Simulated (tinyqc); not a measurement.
Grain growth, pinning, strength and diffusional creep of a polycrystal or thin film: one step, computed by the program tinyqc.

One mean grain size d describes the structure.

Task: Grain size after the anneal. dd/dt = 2 M gamma (1/d - 1/d_lim) integrates to 2 M gamma t = d_lim (d0 - d) + d_lim^2 ln[(d_lim - d0)/(d_lim - d)]; without pinning d^2 = d0^2 + 4 M gamma t.

Inputs (values chosen for the exercise, modelled on tungsten):
```
quantity               value   unit
boundary energy gamma    1.2  J/m^2
anneal temperature T    1891      K
anneal time t            570      s
initial grain size d0     19     nm
```

mobility M = 1.487973e-19 m^4/(J s)

limit d_lim = 402.5157 nm

Give: size without pinning; grain size d.

Result:

size without pinning = 27.71 nm

grain size d = 27.28 nm

Pinning holds d to 98 % of the free value.
